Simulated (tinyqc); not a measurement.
Inside a calculation. Method: CCSD on RHF in the sto-3g basis, for BeH+, spin multiplicity 1. One step of it, computed by the program tinyqc.

Problem. CCSD: starting amplitudes. t_ij^ab = <ij||ab> / (e_i + e_j - e_a - e_b), whose energy is MP2.

orbital energies (hartree): MO1 -5.003452, MO2 -0.679225, MO3 -0.256282, MO4 -0.131209, MO5 -0.131209, MO6 0.178538

Two-electron integrals over orbitals (pq|rs), unique and non-zero (hartree):
```
(11|11) 2.275592    (21|11) -0.168029   (21|21) 0.020906    (22|11) 0.460766
(22|21) 0.000147    (22|22) 0.483621    (31|11) -0.173023   (31|21) 0.017042
(31|22) -0.015371   (31|31) 0.026925    (32|11) 0.061053    (32|21) -0.005586
(32|22) -0.067562   (32|31) 0.002147    (32|32) 0.050248    (33|11) 0.538308
(33|21) -0.011725   (33|22) 0.322510    (33|31) 0.003233    (33|32) 0.033520
(33|33) 0.444852    (41|41) 0.015590    (42|41) 0.013773    (42|42) 0.044230
(43|41) 0.013888    (43|42) 0.033083    (43|43) 0.050016    (44|11) 0.569238
(44|21) -0.005994   (44|22) 0.354823    (44|31) -0.006093   (44|32) 0.031130
(44|33) 0.390626    (44|44) 0.449859    (51|51) 0.015590    (52|51) 0.013773
(52|52) 0.044230    (53|51) 0.013888    (53|52) 0.033083    (53|53) 0.050016
(54|54) 0.024249    (55|11) 0.569238    (55|21) -0.005994   (55|22) 0.354823
(55|31) -0.006093   (55|32) 0.031130    (55|33) 0.390626    (55|44) 0.401360
(55|55) 0.449859    (61|11) 0.092188    (61|21) -0.014900   (61|22) -0.009689
(61|31) -0.003107   (61|32) 0.007606    (61|33) 0.016069    (61|44) 0.002240
(61|55) 0.002240    (61|61) 0.016955    (62|11) -0.132880   (62|21) 0.001823
(62|22) 0.033935    (62|31) 0.007955    (62|32) -0.051933   (62|33) -0.019344
(62|44) -0.065660   (62|55) -0.065660   (62|61) 0.003600    (62|62) 0.120706
(63|11) 0.065010    (63|21) -0.003287   (63|22) -0.056478   (63|31) 0.005212
(63|32) 0.045067    (63|33) 0.055236    (63|44) 0.028520    (63|55) 0.028520
(63|61) 0.007187    (63|62) -0.055945   (63|63) 0.061641    (64|41) -0.008031
(64|42) -0.027477   (64|43) -0.010523   (64|64) 0.023806    (65|51) -0.008031
(65|52) -0.027477   (65|53) -0.010523   (65|65) 0.023806    (66|11) 0.492022
(66|21) -0.001317   (66|22) 0.487765    (66|31) -0.013995   (66|32) -0.070226
(66|33) 0.349737    (66|44) 0.358148    (66|55) 0.358148    (66|61) -0.007348
(66|62) 0.063739    (66|63) -0.059982   (66|66) 0.527283
```

Give: Starting amplitudes; correlation energy.

Solution.

Starting amplitudes (spin orbitals 1a, 1b, ...; amplitudes related by a flip of all spins are not repeated):
```
from      to          t
2a 2b  6a 6b    -0.0704
2a 2b  3a 3b    -0.0594
2a 2b  3a 6b     0.0406
2a 2b  4a 4b    -0.0404
2a 2b  5a 5b    -0.0404
1a 1b  3a 3b    -0.0028
1a 2b  4a 4b    -0.0025
1a 2b  5a 5b    -0.0025
1a 1b  6a 6b    -0.0016
1a 1b  4a 4b    -0.0016
1a 1b  5a 5b    -0.0016
1a 2b  3a 6b    -0.0014
1a 2b  3b 6a     0.0014
1a 2b  6a 6b    -0.0006
1a 2b  3a 3b  -4.15e-04
1a 1b  3a 6b   3.13e-04
1a 2a  3a 6a  -6.23e-05
```

correlation energy = -0.019605 hartree
